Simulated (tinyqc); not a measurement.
Hexagonal on-chip spiral inductor, lumped pi model: two steps of the calculation.

Outer diameter do = di + 2 n wd + 2 (n - 1) sp, mean da = (do + di)/2, fill p = (do - di)/(do + di), length l = 3.464 n da. L = 2.33 mu0 n^2 da/(1 + 3.82 p), mu0 = 4 pi 1e-7 H/m. Rs = rho l/(wd delta (1 - exp(-th/delta))), delta = sqrt(rho/(pi f mu0)). Cs = n wd^2 eps0 eo/hu across the coil. At each end Cox = l wd eps0 eo/(2 ho) leads to the substrate branch Rsi = 2 rs he/(l wd) in parallel with Csi = l wd eps0 11.7/(2 he). With one end grounded Y = 1/(Rs + i w L) + i w Cs + 1/[1/(i w Cox) + 1/(1/Rsi + i w Csi)], w = 2 pi f; Q = -Im Y/Re Y. Eddy currents in neighbouring turns and in the substrate are left out.

Inputs (values chosen for the exercise); values of the order met in silicon radio-frequency processes:
- n = 3.5 (number of turns)
- wd = 10 um (line width)
- sp = 2 um (space between turns)
- di = 80 um (inner diameter)
- th = 4 um (metal thickness)
- rho = 1.9 uohm cm (metal resistivity)
- ho = 5.8 um (oxide below the coil)
- hu = 1.1 um (oxide between coil and underpass)
- eo = 3.9 (relative permittivity of the oxide)
- rs = 1000 ohm cm (substrate resistivity)
- he = 30 um (effective spreading depth in the substrate)
- f = 5 GHz (frequency)

Constants: eps0 = 8.8541878128e-12 F/m. Results are converted to the units shown.

Problem 1. Geometry and model elements. do, l, L, delta, Rs, Cs, Cox, Rsi and Csi as defined.

Find: do; l; L; delta; Rs; Cs; Cox; Rsi; Csi.

Solution 1.

do = 160.00 um
l = 1454.9 um
L = 1.8933 nH
delta = 0.98110 um
Rs = 2.8661 ohm
Cs = 10.987 fF
Cox = 43.309 fF
Rsi = 41241 ohm
Csi = 25.119 fF

Problem 2. Admittance, quality factor and apparent inductance. Series branch 1/(Rs + i w L), substrate branch, total Y, Q = -Im Y/Re Y, apparent inductance Im(1/Y)/w, metal-only value w L/Rs, share of the loss in the substrate Re(substrate branch)/Re Y.

L = 1.8933025 nH
Rs = 2.8661332 ohm
Cs = 10.987242 fF
Cox = 43.309435 fF
Rsi = 41240.515 ohm
Csi = 25.119472 fF

Give: series branch; substrate branch; Y; Q; apparent inductance; w L/Rs; share of the loss in the substrate.

Solution 2.

series branch = 0.81-16.77i mS
substrate branch = 0.0097+0.4996i mS
Y = 0.82-15.93i mS
Q = 19.47
apparent inductance = 1.993 nH
w L/Rs = 20.75
share of the loss in the substrate = 1.187 %

Q is 93.8 % of the metal-only value.

Numbers from tinyqc (`OMP_NUM_THREADS=1 python tinyqc.py 2302240 2302241 out.jsonl`; about 0.01 s on one thread of a shared Intel Xeon 2.30GHz).
